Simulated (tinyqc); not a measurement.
Changing the temperature T: grain-boundary diffusion: Harrison regimes, Fisher and Le Claire analysis, Hart average. Computed by tinyqc, a small Python program. Command: `OMP_NUM_THREADS=1 python tinyqc.py 3011877 3011878 out.jsonl gbdiff sweep`. One thread of a shared host (Intel(R) Xeon(R) Processor @ 2.30GHz), about 0.01 s of CPU time with the checks.

A boundary is a slab of width delta with diffusivity D_b, normal to a surface held at constant concentration; it leaks into grains of diffusivity D.

Inputs (values chosen for the exercise, for a model polycrystal):

| quantity | value | unit |
|---|---|---|
| lattice prefactor D0 | 0.00014 | m^2/s |
| lattice activation energy E | 2.69 | eV |
| boundary prefactor D0b | 5.2e-06 | m^2/s |
| boundary activation energy E_b | 1.55 | eV |
| boundary width delta | 0.84 | nm |
| segregation factor s | 30 | - |
| grain size d | 0.51 | um |
| time t | 670000 | s |

Constants: k_B = 8.617333262e-05 eV/K.

Method:
- D = D0 exp(-E/(k_B T)), D_b = D0b exp(-E_b/(k_B T)).
- Triple product P = s delta D_b.
- l = sqrt(D t); P = s delta D_b; alpha = s delta/(2 l); beta = P/(2 D l). Regime A if l > 3 d, C if alpha > 1, B if alpha < 0.1, l < d/4 and beta > 10, otherwise a transition.
- Hart average for parallel slabs: f = delta/d, D_eff = (s f D_b + (1 - f) D)/(1 - f + s f); share of the boundaries = s f D_b/(s f D_b + (1 - f) D); depth sqrt(D_eff t).
- Fisher: the mean concentration falls as exp(-y/y_F), y_F = sqrt(P) (pi t/(4 D))^(1/4), with the boundary equation P d2c/dy2 = 2 c sqrt(D/(pi t)). Le Claire (from the Whipple solution): ln c falls as -(y/y_L)^(6/5) with P = 1.322 sqrt(D/t) y_L^2.

One run for each value:

| temperature T (K) | Le Claire depth y_L (um) | lattice diffusion length l (um) | beta | share of the boundaries |
|---|---|---|---|---|
| 684 | 14.549 | 1.1913e-03 | 9.8597e+07 | 1.00000 |
| 791 | 18.408 | 2.6096e-02 | 3.2891e+05 | 0.99997 |
| 898 | 22.020 | 2.7394e-01 | 4.2709e+03 | 0.99978 |
| 1000 | 25.206 | 1.6129e+00 | 1.6143e+02 | 0.99902 |
| 1110 | 28.359 | 7.5743e+00 | 9.2660e+00 | 0.99639 |
| 1220 | 31.236 | 2.6912e+01 | 8.9042e-01 | 0.98949 |
| 1330 | 33.859 | 7.7532e+01 | 1.2606e-01 | 0.97461 |
| 1430 | 36.044 | 1.7615e+02 | 2.7675e-02 | 0.95037 |
| 1540 | 38.250 | 3.8413e+02 | 6.5541e-03 | 0.90817 |

Over the rows, Le Claire depth y_L (um) rises from 14.5 to 38.3 (exponent d ln y / d ln x 1.6 between the first rows and 0.80 between the last); lattice diffusion length l (um) rises from 0.00119 to 384 (exponent d ln y / d ln x 21 between the first rows and 11 between the last); beta falls from 9.86e7 to 0.00655 (exponent d ln y / d ln x -39 between the first rows and -19 between the last). y_L follows an apparent activation energy E_b/2 - E/4 = 0.103 eV and l one of E/2 = 1.345 eV, so the boundary tail stands out less as T rises: y_L/l goes from 12200 to 0.0996.

Caution (rows 684, 791, 898): outside regime A (which needs sqrt(D t) above about 3 d) the Hart average and its depth are formal: they describe a profile only in regime A or at steady state. Caution (all rows): the Fisher and Le Claire forms need regime B with beta above 10.
